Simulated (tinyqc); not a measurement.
MP2 on RHF in the sto-3g basis, for H2, spin multiplicity 1, step by step. One step of it, computed by the program tinyqc.

Task: Iteration 1: building the Fock matrix. J_ij = sum D_kl (ij|kl), K_ij = sum D_kl (ik|jl); F = H + J - 0.5 K; E = tr D H + tr D J / 2 - 0.25 tr D K + E_nn.

D at the start:
```
          1H 1s     2H 1s
1H 1s  0.588737  0.588737
2H 1s  0.588737  0.588737
```

core Hamiltonian H = T + V (hartree):
```
           1H 1s      2H 1s
1H 1s  -1.160837  -1.029882
2H 1s  -1.029882  -1.160837
```

Two-electron integrals (ij|kl) in chemists' order, unique and non-zero (hartree):
```
(11|11) 0.774606   (21|11) 0.478699   (21|21) 0.338319   (22|11) 0.592355
(22|21) 0.478699   (22|22) 0.774606
```

nuclear repulsion = 0.77705905 hartree

Give: Coulomb J; exchange K; Fock matrix F; total energy of this density.

Result:

Coulomb J (hartree):
```
        1H 1s   2H 1s
1H 1s  1.3684  0.9620
2H 1s  0.9620  1.3684
```

exchange K (hartree):
```
        1H 1s   2H 1s
1H 1s  1.2189  1.1116
2H 1s  1.1116  1.2189
```

Fock matrix F (hartree):
```
         1H 1s    2H 1s
1H 1s  -0.4018  -0.6237
2H 1s  -0.6237  -0.4018
```

total energy of this density = -1.116442 hartree
